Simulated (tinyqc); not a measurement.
MOS inversion layer, Poisson-Schroedinger loop: one step of the calculation.

Electrons confined at an insulator interface at z = 0, treated as a hard wall; parabolic valleys, Hartree approximation, no image or exchange terms. The depletion charge lies far deeper than the electrons and gives a uniform field q Nd/(eps0 eps_r); the gate balances all charge. Energies are counted from the band edge at the interface.

Problem. Fermi level and occupations. Level k holds N_k = D_k Vt ln(1 + exp((EF - E_k)/Vt)) with D = 2 md1 m0 q/(pi hbar^2) for the set A, D = 4 md2 m0 q/(pi hbar^2) for the set B per eV (spin included); EF is fixed by sum N_k = Ns.

Inputs (values chosen for the exercise); masses and permittivity close to those of silicon (100): temperature T = 77 K; in-plane density-of-states mass of set A md1 = 0.189 m0; in-plane density-of-states mass of set B md2 = 0.41 m0; sheet density of electrons Ns = 1.2e12 cm^-2.

Constants: q = 1.602176634e-19 C, kB = 1.380649e-23 J/K, hbar = 1.054571817e-34 J s, m0 = 9.1093837015e-31 kg, Vt = kB T/q. Results are converted to the units shown.

levels (eV): A1 0.09624612, A2 0.16550153, B1 0.19452602, B2 0.31618786

Give: EF; N_k.

Solution.

EF = 0.1013 eV
N_k (cm^-2): A1 1.200e12, A2 6.583e7, B1 3.598e6, B2 0.03919

Program tinyqc, `OMP_NUM_THREADS=1 python tinyqc.py 2160019 2160020 out.jsonl`; Intel Xeon 2.30GHz, shared host, one thread, about 0.7 s.
